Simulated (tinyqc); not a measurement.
Inside a calculation. Method: plane-wave Kohn-Sham cycle with exchange-only LDA in a layered model solid. One step of it, computed by the program tinyqc.

Question. Iteration 2: potential. V_H(G) = 4 pi rho(G)/G^2 for G != 0 (uniform background); v_x = -(3 rho/pi)^(1/3); V = V_ext + V_H + v_x; Fourier components f(G_m) = (1/N) sum_j f(x_j) exp(-i G_m x_j).

A solid whose potential varies along x alone (atomic units):
```
parameter                      value
period a                    8.200000
cross-section of the cell  18.000000
electrons per cell                 2
grid points                       16
plane waves -n..n, n               2
k points                           1
V1 in V1 cos(2 pi x/a)     -0.400000
V2 in V2 cos(4 pi x/a)     -0.230000
```

density after iteration 1 (e/bohr^3): 0.01694400  0.01627950  0.01477639  0.01337578  0.01258871  0.01230741  0.01224267  0.01223786  0.01224154  0.01223786  0.01224267  0.01230741  0.01258871  0.01337578  0.01477639  0.01627950

Give: Potentials on the grid; V(G_m), m = 0, 1, 2, ....

Answer.

Potentials on the grid (hartree):
```
x       V_ext     V_H     v_x          V
0.000  -0.630   0.050  -0.253     -0.833
0.512  -0.532   0.045  -0.250     -0.737
1.025  -0.283   0.031  -0.242     -0.494
1.538   0.010   0.013  -0.234     -0.212
2.050   0.230  -0.005  -0.229  -4.39e-03
2.562   0.316  -0.020  -0.227      0.068
3.075   0.283  -0.031  -0.227      0.025
3.587   0.207  -0.037  -0.227     -0.057
4.100   0.170  -0.040  -0.227     -0.097
4.612   0.207  -0.037  -0.227     -0.057
5.125   0.283  -0.031  -0.227      0.025
5.638   0.316  -0.020  -0.227      0.068
6.150   0.230  -0.005  -0.229  -4.39e-03
6.662   0.010   0.013  -0.234     -0.212
7.175  -0.283   0.031  -0.242     -0.494
7.688  -0.532   0.045  -0.250     -0.737
```

V(G_m), m = 0, 1, 2, ... (hartree): -0.234  -0.184  -0.115  0.000  0.000
